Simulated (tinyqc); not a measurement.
Inside a calculation. Method: RKS/LDA (VWN5) in the sto-6g basis, for H3-, spin multiplicity 1. The basis has no diffuse functions, so it cannot describe the extra electron: this is an exercise in the method, not the real anion. Computed by tinyqc, a small Python program that keeps every step (integrals from PySCF). Settings: charge = -1, multiplicity = 1, basis = sto-6g, energy threshold = 1e-10, iteration cap = 85, orthogonalisation = symmetric, start = atomic densities, DIIS depth = 3, method = RKS, functional = lda,vwn, grid = [15, 26]. Command: `OMP_NUM_THREADS=1 python tinyqc.py 24167 24168 out.jsonl` (the two numbers bound the seeds that draw the settings). One thread of a shared host (Intel(R) Xeon(R) Processor @ 2.60GHz), about 0.2 s of CPU time with the checks. Later iterations appear only in the table of the cycle.

## One-electron integrals

Geometry (angstrom):
```
atom         x         y          z
H     0.000000  0.000000   0.000000
H     0.000000  0.000000   1.025000
H     0.000000  0.910000  -0.605000
```

Basis sto-6g: exponents (1/bohr^2) and contraction coefficients of normalised primitives:
```
element  l (shell)   exponent  coefficient
H            s (1)  35.523221     0.009164
H            s (1)   6.513144     0.049361
H            s (1)   1.822143     0.168538
H            s (1)   0.625955     0.370563
H            s (1)   0.243077     0.416492
H            s (1)   0.100112     0.130334
```

Overlap, kinetic and nuclear-attraction integrals over the contracted functions; the nuclear repulsion is the sum of Za Zb / Rab.

nuclear repulsion = 1.28399301 hartree

overlap S, lower triangle:
```
          1H 1s     2H 1s     3H 1s
1H 1s  1.000000
2H 1s  0.482166  1.000000
3H 1s  0.443932  0.148029  1.000000
```

kinetic energy T (hartree), lower triangle:
```
          1H 1s      2H 1s     3H 1s
1H 1s  0.768522
2H 1s  0.102986   0.768522
3H 1s  0.081672  -0.009708  0.768522
```

nuclear attraction V (hartree), lower triangle:
```
           1H 1s      2H 1s      3H 1s
1H 1s  -2.215402
2H 1s  -0.941052  -2.024659
3H 1s  -0.849784  -0.261987  -1.996753
```

core Hamiltonian H = T + V (hartree), lower triangle:
```
           1H 1s      2H 1s      3H 1s
1H 1s  -1.446880
2H 1s  -0.838066  -1.256137
3H 1s  -0.768112  -0.271695  -1.228231
```

## Two-electron integrals

Functions are numbered as in S; the eight-fold symmetry (ij|kl) = (ji|kl) = (kl|ij) leaves the list below.

Two-electron integrals (ij|kl) in chemists' order, unique and non-zero (hartree):
```
(11|11) 0.774999   (21|11) 0.298097   (21|21) 0.147871   (22|11) 0.469966
(22|21) 0.298097   (22|22) 0.774999   (31|11) 0.268827   (31|21) 0.102146
(31|22) 0.162529   (31|31) 0.123253   (32|11) 0.080822   (32|21) 0.037381
(32|22) 0.071388   (32|31) 0.034522   (32|32) 0.011448   (33|11) 0.448889
(33|21) 0.172496   (33|22) 0.281877   (33|31) 0.268827   (33|32) 0.071388
(33|33) 0.774999
```

## Orthogonalisation

S = U s U^T; symmetric (Loewdin) form X = U s^(-1/2) U^T, so that X^T S X = 1.

eigenvalues of S: 0.414066  0.852532  1.733402

X, lower triangle:
```
           1H 1s     2H 1s     3H 1s
1H 1s   1.201109
2H 1s  -0.293251  1.107247
3H 1s  -0.264172  0.013858  1.088274
```

## Starting guess

The start is atomic minimal-basis densities projected into this basis (PySCF's MINAO start) and scaled to the electron count of each spin; this density is not idempotent, so its energy is not variational and may lie below the converged one.

D at the start, lower triangle:
```
          1H 1s     2H 1s     3H 1s
1H 1s  1.207492
2H 1s  0.118373  1.276933
3H 1s  0.116834  0.053069  1.281979
```

## Iteration 1: exchange-correlation on the grid

Becke grid with 15 radial and 26 angular points per atom, points of zero weight dropped. rho = sum D_ij phi_i phi_j; V_xc,ij = sum w v_xc phi_i phi_j; v_xc is d(rho eps)/d rho.

The 12 grid points with the largest w rho, of 1164 (bohr, atomic units):
```
x                  y          z         w       rho     eps_xc       v_xc
0.000000    1.169038   0.000000  0.209143  0.086299  -0.378688  -0.494827
0.000000    1.719651   0.025754  0.299553  0.059724  -0.338329  -0.441730
0.000000    0.000000  -1.169038  0.302082  0.056462  -0.332573  -0.434161
-1.169038   0.000000   0.000000  0.342264  0.049321  -0.319125  -0.416484
1.169038    0.000000   0.000000  0.342264  0.049321  -0.319125  -0.416484
0.000000    1.169038   1.936969  0.342059  0.048194  -0.316882  -0.413537
0.000000    0.550613  -1.143284  0.199293  0.082434  -0.373404  -0.487872
-1.169038   0.000000   1.936969  0.342076  0.047684  -0.315855  -0.412188
1.169038    0.000000   1.936969  0.342076  0.047684  -0.315855  -0.412188
0.000000   -1.169038   1.936969  0.342076  0.047518  -0.315520  -0.411747
1.169038    1.719651  -1.143284  0.342511  0.046914  -0.314292  -0.410134
-1.169038   1.719651  -1.143284  0.342511  0.046914  -0.314292  -0.410134
```

electrons on the grid, sum of w rho = 3.997994

E_xc = sum of w rho eps_xc = -1.44770203 hartree

V_xc (hartree), lower triangle:
```
           1H 1s      2H 1s      3H 1s
1H 1s  -0.489032
2H 1s  -0.217407  -0.470458
3H 1s  -0.196180  -0.059778  -0.466048
```

## Iteration 1: building the Kohn-Sham matrix

J_ij = sum D_kl (ij|kl); F = H + J + V_xc; E = tr D H + tr D J / 2 + E_xc + E_nn.

Coulomb J (hartree), lower triangle:
```
          1H 1s     2H 1s     3H 1s
1H 1s  2.253355
2H 1s  1.024580  2.034591
3H 1s  0.933422  0.298399  2.006732
```

Kohn-Sham matrix F (hartree), lower triangle:
```
           1H 1s      2H 1s     3H 1s
1H 1s   0.317444
2H 1s  -0.030893   0.307997
3H 1s  -0.030870  -0.033074  0.312453
```

total energy of this density = -1.30416222 hartree

This density is the starting one; it is not idempotent, so its energy is not variational and may lie below the converged one.

## Iteration 1: diagonalisation and new density

Diagonalise F' = X^T F X, C = X C', fill 2 alpha and 2 beta electrons from the bottom; D = 2 C_occ C_occ^T. Each column has its largest component positive (the first on a tie).

F' = X^T F X (hartree), lower triangle:
```
           1         2         3
1   0.542485
2  -0.249801  0.424260
3  -0.226541  0.013296  0.409242
```

orbital energies (hartree): MO1 0.144689, MO2 0.402835, MO3 0.828463

coefficients C:
```
            MO1        MO2        MO3
1H 1s  0.475570  -0.018367   1.171300
2H 1s  0.429646  -0.734357  -0.767013
3H 1s  0.409144   0.795853  -0.673453
```

D after iteration 1, lower triangle:
```
          1H 1s      2H 1s     3H 1s
1H 1s  0.453008
2H 1s  0.435628   1.447751
3H 1s  0.359919  -0.817306  1.601561
```

## Iteration 2: exchange-correlation on the grid

As before.

The 12 grid points with the largest w rho, of 1164 (bohr, atomic units):
```
x                  y          z         w       rho     eps_xc       v_xc
-1.169038   1.719651  -1.143284  0.342511  0.057710  -0.334801  -0.437091
1.169038    1.719651  -1.143284  0.342511  0.057710  -0.334801  -0.437091
0.000000    1.719651  -2.312322  0.343742  0.055869  -0.331502  -0.432754
0.000000    1.719651   0.025754  0.299553  0.064012  -0.345578  -0.451263
0.000000   -1.169038   1.936969  0.342076  0.055800  -0.331377  -0.432589
0.000000    2.888689  -1.143284  0.343744  0.054659  -0.329292  -0.429849
-1.169038   0.000000   1.936969  0.342076  0.054906  -0.329746  -0.430445
1.169038    0.000000   1.936969  0.342076  0.054906  -0.329746  -0.430445
0.000000    0.919651  -1.143284  0.112935  0.162179  -0.459799  -0.601685
0.000000    1.169038   1.936969  0.342059  0.053011  -0.326230  -0.425823
0.000000    1.719651  -0.343284  0.120427  0.147460  -0.446502  -0.584156
0.800000    1.719651  -1.143284  0.122825  0.141523  -0.440881  -0.576747
```

electrons on the grid, sum of w rho = 4.001098

E_xc = sum of w rho eps_xc = -1.45863461 hartree

V_xc (hartree), lower triangle:
```
           1H 1s      2H 1s      3H 1s
1H 1s  -0.435310
2H 1s  -0.209614  -0.484385
3H 1s  -0.190600  -0.058937  -0.490056
```

## Iteration 2: building the Kohn-Sham matrix

As before.

Coulomb J (hartree), lower triangle:
```
          1H 1s     2H 1s     3H 1s
1H 1s  2.071517
2H 1s  0.984133  2.046369
3H 1s  0.908911  0.293002  2.079754
```

Kohn-Sham matrix F (hartree), lower triangle:
```
           1H 1s      2H 1s     3H 1s
1H 1s   0.189327
2H 1s  -0.063547   0.305848
3H 1s  -0.049800  -0.037630  0.361468
```

total energy of this density = -1.32239081 hartree

## Iteration 2: DIIS over 2 matrices

error matrix X^T (FDS - SDF) X:
```
          1          2          3
1  0.000000  -0.115611  -0.136485
2  0.115611   0.000000   0.022058
3  0.136485  -0.022058   0.000000
```

B (overlaps of the stored error matrices):
```
                1               2
1   2.7111760e-04  -4.0863651e-03
2  -4.0863651e-03   6.4961248e-02
```

Minimise |sum c_i e_i|^2 with sum c_i = 1: solve [B -1; -1 0][c; lambda] = [0; -1] with B_ij = tr e_i^T e_j, and take F = sum c_i F_i.

DIIS coefficients: 0.940638  0.059362

extrapolated F (hartree), lower triangle:
```
           1H 1s      2H 1s     3H 1s
1H 1s   0.309838
2H 1s  -0.032831   0.307869
3H 1s  -0.031994  -0.033345  0.315363
```

## Iteration 2: diagonalisation and new density

As before.

F' = X^T F X (hartree), lower triangle:
```
           1         2         3
1   0.533741
2  -0.249862  0.424710
3  -0.226606  0.013360  0.412809
```

orbital energies (hartree): MO1 0.142060, MO2 0.404908, MO3 0.824292

coefficients C:
```
            MO1        MO2        MO3
1H 1s  0.484699  -0.013532   1.167617
2H 1s  0.427360  -0.733826  -0.768796
3H 1s  0.399948   0.796456  -0.678246
```

D after iteration 2, lower triangle:
```
          1H 1s      2H 1s     3H 1s
1H 1s  0.470233
2H 1s  0.434142   1.442276
3H 1s  0.366154  -0.827078  1.588602
```

## Iteration 8 (converged): orbitals

converged F (hartree), lower triangle:
```
           1H 1s      2H 1s     3H 1s
1H 1s   0.234439
2H 1s  -0.051157   0.310108
3H 1s  -0.043471  -0.036024  0.341773
```

As before.

F' = X^T F X (hartree), lower triangle:
```
           1         2         3
1   0.446778
2  -0.250361  0.432887
3  -0.226947  0.013863  0.445479
```

orbital energies (hartree): MO1 0.111554, MO2 0.426013, MO3 0.787577

coefficients C:
```
            MO1        MO2        MO3
1H 1s  0.574623   0.027893   1.125823
2H 1s  0.388594  -0.738674  -0.784563
3H 1s  0.320789   0.791838  -0.724159
```

D after iteration 8, lower triangle:
```
          1H 1s      2H 1s     3H 1s
1H 1s  0.661938
2H 1s  0.405383   1.393290
3H 1s  0.412838  -0.920508  1.459827
```

## Convergence

Stop when the energy changes by less than 1e-10 hartree and every element of the error matrix X^T (F D S - S D F) X is below 3e-06.

Course of the cycle:
```
iteration  E (hartree)     change  largest element of the error matrix
1          -1.30416222          -                             9.30e-03
2          -1.32239081  -1.82e-02                             1.36e-01
3          -1.32514153  -2.75e-03                             1.25e-01
4          -1.23839037   8.68e-02                             3.06e-01
5          -1.33864132  -1.00e-01                             1.79e-03
6          -1.33864524  -3.91e-06                             3.72e-04
7          -1.33864538  -1.40e-07                             1.60e-06
8          -1.33864538  -2.32e-12                             2.89e-10
```

PySCF RKS in the same basis, fine grid = -1.33760821 hartree

Converged in 8 iterations. The coarse grid moves the energy by -1.04e-03 hartree.

## Populations, bond orders and dipole

Mulliken: Z minus the diagonal of D S on the atom; Loewdin: the same with S^(1/2) D S^(1/2); Mayer order: 2 sum_s sum (D(s) S)_ij (D(s) S)_ji over the two atoms.

Charges (e):
```
atom   Mulliken    Loewdin
1H    -0.040672  -0.008724
2H    -0.452491  -0.467472
3H    -0.506837  -0.523804
```

Mayer bond orders:
```
pair     order
2-1   0.525241
3-1   0.473105
3-2   0.270011
```

dipole moment about the origin, x y z (debye): 0.000000  -2.215344  -0.754901
